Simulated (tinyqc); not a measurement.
## MOSFET in saturation, small-signal circuit and noise: gains against frequency

Bias by the inversion coefficient IC = I/Ispec (charge-based model with velocity saturation; weak inversion below 0.1, strong above 10). Common-source circuit: gm, gds, Cgs, Cgd and Cj at the inner nodes, Rg in series with the gate; quasi-static, no source or drain resistance, no gate-body capacitance, no substrate network, no induced gate noise, so fmax is an upper estimate.

Ispec = 2 n mu Cox (W/L) Vt^2, lc = Ls/L, gms = [sqrt((lc IC + 1)^2 + 4 IC) - 1]/[2 + lc (lc IC + 1)], gm = gms Ispec/(n Vt), gds = sg gm. qs = [sqrt(1 + 4 IC) - 1]/2, Cgs = Cox W L qs (2 qs + 3)/(3 (qs + 1)^2) + Cov W, Cgd = Cov W, Cd = Cj W, Rg = Rsh (Wf/L)/(12 Nf) + Rc/W with Nf = W/Wf fingers (not rounded) contacted at both ends. fT = gm/(2 pi (Cgs + Cgd)), fmax = fT/(2 sqrt(Rg (gds + 2 pi fT Cgd))). Inner admittances at w = 2 pi f: y11 = i w (Cgs + Cgd), y12 = -i w Cgd, y21 = gm - i w Cgd, y22 = gds + i w (Cgd + Cd). Invert to Z, add Rg to Z11 and invert back to Y. |h21| = |Y21/Y11|; U = |Y21 - Y12|^2/(4 [Re Y11 Re Y22 - Re Y12 Re Y21]). MSG = |Y21/Y12|; stability factor k = [2 Re Y11 Re Y22 - Re(Y12 Y21)]/|Y12 Y21|.

Values chosen for this exercise: temperature T = 400 K; gate length L = 28 nm; total gate width W = 10 um; gate capacitance Cox = 0.95 uF/cm^2; mobility mu = 220 cm^2/(V s); slope factor n = 1.42; velocity-saturation length Ls = 25 nm; ratio gds/gm sg = 0.15; overlap and fringe capacitance per side Cov = 0.22 fF/um; drain junction capacitance Cj = 0.72 fF/um; sheet resistance of the gate Rsh = 5 ohm; finger width Wf = 2 um; gate contact and vertical resistance Rc = 300 ohm um; inversion coefficient IC = 0.091.

Constants: q = 1.602176634e-19 C, kB = 1.380649e-23 J/K, Vt = kB T/q. Results are converted to the units shown.

The same in every row: f sqrt(U) (GHz) = 73.99.

Result of one run:
```
|h21| (dB)  U (dB)  MSG (dB)        k
23.65        37.92     15.03  0.03399
```

Which signal frequency f gave this result: 0.14, 0.94, 1.7, 3.3 or 11 GHz?

f = 0.94 GHz.

The whole series:
```
f (GHz)  |h21| (dB)  U (dB)  MSG (dB)         k
0.14          40.18   54.46     23.30  0.005064
0.27          34.48   48.76     20.44  0.009767
0.5           29.13   43.40     17.77   0.01808
0.94          23.65   37.92     15.03   0.03399
1.7           18.51   32.77     12.46   0.06140
3.3           12.79   27.01     9.598    0.1187
6.1           7.576   21.68     6.992    0.2162
11            2.829   16.56     4.618    0.3735
```

Over the table |h21| falls by 19.7 dB a decade, U by 20.0 and MSG by 9.85. The product f sqrt(U) stays at 74.0 GHz, against fmax = 74.0 GHz from the formula. k stays below one in all rows, so the device is only conditionally stable. In every row fmax exceeds 4 fT, where channel resistance and substrate losses, left out here, would cap it.

Numbers from tinyqc (`OMP_NUM_THREADS=1 python tinyqc.py 2150028 2150029 out.jsonl`; about 0.01 s on one thread of a shared Intel Xeon 2.30GHz).
